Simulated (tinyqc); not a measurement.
Changing the J1: polytypes and stacking faults of a tetrahedral semiconductor in an axial Ising model with couplings up to third neighbours. Computed by tinyqc, a small Python program. Command: `OMP_NUM_THREADS=1 python tinyqc.py 3023864 3023865 out.jsonl polytype sweep`. One thread of a shared host (Intel(R) Xeon(R) Processor @ 2.30GHz), about 0.02 s of CPU time with the checks.

Each double layer has s = +1 or -1 for the sense of its stacking step; E per pair of atoms = E0 - sum_n J_n <s_i s_(i+n)>, n = 1, 2, 3. Hexagonality h = (1 - <s_i s_(i+1)>)/2.

Inputs (values chosen for the exercise, of the order of those of silicon for J, a, G and the gaps):
```
quantity                  value      unit
J2                        -0.74  meV/pair
J3                        -0.47  meV/pair
basal lattice constant a   3.84  angstrom
shear modulus G            69.4       GPa
Poisson ratio nu           0.18         -
gap of 3C                  1.17        eV
gap of 4H                   1.1        eV
```

Host polytype: 3C.

correlations of the repeat units 3C (+), 2H (+-), 4H (++--), 6H (+++---), 15R (+++--), 8H (++++----), 21R (++++---), 9R (++-):
```
         n = 1      n = 2      n = 3
3C    1.000000   1.000000   1.000000
2H   -1.000000   1.000000  -1.000000
4H    0.000000  -1.000000   0.000000
6H    0.333333  -0.333333  -1.000000
15R   0.200000  -0.600000  -0.600000
8H    0.500000   0.000000  -0.500000
21R   0.428571  -0.142857  -0.714286
9R   -0.333333  -0.333333   1.000000
```

fault coefficients k_n:
```
               J1  J2  J3
intrinsic       4   4   4
extrinsic       4   8   8
twin boundary   2   4   6
```

Constants: 1 eV/angstrom^2 = 16.02176634 J/m^2.

Method:
- E - E(3C) = sum_n J_n (1 - C_n), C_n = <s_i s_(i+n)>. The gap is taken linear in h between 3C (h = 0) and 4H (h = 1/2), a rough rule, with a dash beyond.
- Faults in 3C: the sequences intrinsic (-), extrinsic (--), twin boundary (+ turns to -) are put between perfect repeats; k_n = (layers x C_n of the host) - sum_i s_i s_(i+n). gamma = sum k_n J_n/A, A = (sqrt 3/2) a^2; 1 meV/angstrom^2 = 16.02177 mJ/m^2.
- Screw line, bounded by the intrinsic fault of energy gamma: b = a, partials b_p = a/sqrt 3; d = G b_p^2 (2 - 3 nu)/(8 pi gamma (1 - nu)). One partial is driven off by the shear stress gamma/b_p along its Burgers vector.

One run for each value; columns: (1) J1 (meV/pair); (2) E(2H) - E(3C) (meV/pair); (3) E(4H) - E(3C) (meV/pair); (4) E(6H) - E(3C) (meV/pair); (5) energy of the glide fault, intrinsic (mJ/m^2); (6) splitting width d (nm):
```
(1)      (2)    (3)     (4)     (5)     (6)
8.82   16.70   6.87  3.9533  38.191  6.3276
9.44   17.94   7.49  4.3667  41.303  5.8509
10.10  19.26   8.15  4.8067  44.615  5.4165
10.70  20.46   8.75  5.2067  47.626  5.0741
11.30  21.66   9.35  5.6067  50.637  4.7723
11.90  22.86   9.95  6.0067  53.648  4.5045
12.50  24.06  10.55  6.4067  56.659  4.2651
13.20  25.46  11.25  6.8733  60.172  4.0161
13.80  26.66  11.85  7.2733  63.183  3.8247
```

What does the table show, and why?

Over the rows, E(2H) - E(3C) (meV/pair) rises from 16.7 to 26.7; E(4H) - E(3C) (meV/pair) rises from 6.87 to 11.8; E(6H) - E(3C) (meV/pair) rises from 3.95 to 7.27. All energies are linear in J1, with slopes 2, 1 and 2/3 for 2H, 4H and 6H: twice the hexagonality.

Extremes, crossings and ranges named in words are read from the listed rows.
